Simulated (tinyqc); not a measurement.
From results back to parameters: direct gap of a germanium-like layer under biaxial tension.

Problem. A (001) layer under biaxial tension e_par has ezz = -2 (C12/C11) e_par, Ec = Eg + ac tr(e), E(HH) = -P - Q and E(LH) = -P + (Q - Dso + sqrt(Dso^2 + 2 Dso Q + 9 Q^2))/2 with P = -av tr(e), Q = -b (e_par - ezz). The transition from the light-hole edge is given.

Values chosen for the exercise (near those of Ge, gaps at low temperature; the results hold for these values, not for the real material):
```
symbol  value  unit  meaning
Eg      0.886  eV    gap at Gamma to the s-like level
Dso     0.291  eV    spin-orbit splitting
ac      -8.3   eV    conduction deformation potential
av      1.25   eV    valence hydrostatic potential
b       -2.57  eV    tetragonal shear potential
C11     130.3  GPa
C12     48.4   GPa
```

Ec - E(LH) = 0.831910 eV

Find: e_par; Ec - E(HH).

Solution. Ec - E(LH) falls steadily with tension, so bisection between 0 and 4 % gives the only root; then Ec - E(HH) = Eg + (ac - av) tr(e) + Q.

e_par = 0.320 %
Ec - E(HH) = 0.8619 eV

Program tinyqc; command `OMP_NUM_THREADS=1 python tinyqc.py 1081590 1081591 out.jsonl`; about 0.01 s on one thread of a shared Intel(R) Xeon(R) Processor @ 2.30GHz.
